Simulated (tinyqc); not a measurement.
Splitting against the electric field: valley splitting in a one-orbital chain of atomic planes (second-neighbour model).

Each (001) plane carries one orbital with energy e0, hopping v to the next plane and u to the second: E(phi) = e0 + 2 v cos(phi) + 2 u cos(2 phi), where phi = pi - k a/4 (the sign of every second orbital is chosen so that v > 0, which shifts the phase by pi). The minimum lies at cos(phi0) = -v/(4u), phi0 = pi - (pi/2) k0 for a valley at k0 (2 pi/a), and e0 puts it at zero. A slab of N planes has hard walls: the matrix simply ends.

Parameters, chosen for this exercise (out of a larger set: near those of the Delta valleys of silicon; abrupt walls in this chain split the valleys several times more than measured wells; not measured data): a = 5.432 angstrom (lattice constant; planes lie a/4 apart); Nf = 150 (planes in the thick slab).

u = 0.572315 eV
v = 0.604075 eV
e0 = 1.304030 eV

A thick slab in a field F: plane j = 0, 1, ... gains the energy F j a/4 (1 MV/m = 1e-4 V/angstrom), which presses the electron against the first wall. The exponent is the slope of ln(splitting) against ln F between 20 and 50 MV/m.

Doublet:
```
F (MV/m)  mean level (meV)  splitting (meV)  splitting/F (meV per MV/m)
1                     7.74           0.1408                      0.1408
2                    12.20           0.2817                      0.1408
5                    22.20           0.7043                      0.1409
10                   34.80           1.4091                      0.1409
20                   54.35           2.8198                      0.1410
30                   70.40           4.2316                      0.1411
50                   97.23           7.0585                      0.1412
```

exponent = 1.00

What does the comparison show, and why?

The splitting goes from 0.1408 to 7.0585 meV. At high field it grows as F^1.00: at a single hard wall it follows the squared slope of the envelope, which is proportional to F, while the level itself grows about as F^(2/3) (here F^0.63). A hard wall is the sharpest interface possible; real Si interfaces split several times less.

Computed by tinyqc, a small Python program: `OMP_NUM_THREADS=1 python tinyqc.py 1451123 1451124 out.jsonl` (the numbers bound the seed that draws the inputs); one thread of a shared host (Intel(R) Xeon(R) Processor @ 2.30GHz), about 0.01 s for the whole set of steps.
